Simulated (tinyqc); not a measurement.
Hot electrons in a saturated n-channel MOSFET, lucky-electron model: one step of the calculation.

Beyond pinch-off the lateral field grows as Esat cosh(y/l) over the velocity-saturated region (pseudo-two-dimensional model). Impact ionisation in this region gives the substrate current, which biases the body forward through Rsub. Currents are per width. Local-field laws: they overstate ionisation when the field peak is narrower than an energy relaxation length.

Problem. Body bias from the substrate current. Cox = 3.9 eps0/tox. Overdrive g = Vg - VT + kb Vb; Vdsat = g Esat L/(g + Esat L); Id = Cox vs (g - Vdsat); dV = Vd - Id Rd - Vdsat; Em = sqrt((dV/l)^2 + Esat^2); Isub = Id (Ai/Bi) l Em exp(-Bi/Em). Vb(new) = Rsub Isub.

Inputs (values chosen for the exercise); values close to those of silicon n-channel devices:
- L = 0.8 um (channel length)
- tox = 15 nm (oxide thickness)
- VT = 0.68 V (threshold)
- vs = 7.7e6 cm/s (saturation velocity)
- Ai = 2e6 1/cm (ionisation prefactor)
- Bi = 1.85 MV/cm (ionisation field)
- Rd = 700 ohm um (resistance of the lightly doped drain)
- Rsub = 3400 ohm um (substrate resistance)
- kb = 0.28 (fall of VT per volt of forward body bias)
- Vd = 4.2 V (drain voltage)
- Vg = 2.1 V (gate voltage)

Constants: eps0 = 8.8541878128e-14 F/cm where lengths are in cm. Results are converted to the units shown.

Vb at the start = 0 V
l = 108.16654 nm
Esat = 0.0385 MV/cm

Give: Vdsat; Id; dV; Em; Isub; Vb after iteration 1.

Solution.

Vdsat = 0.9719 V
Id = 79.43 uA/um
dV = 3.172 V
Em = 0.2958 MV/cm
Isub = 0.5283 uA/um
Vb after iteration 1 = 0.001796 V

tinyqc, about 0.01 s, one thread, Intel Xeon 2.30GHz (shared host): `OMP_NUM_THREADS=1 python tinyqc.py 2550070 2550071 out.jsonl`
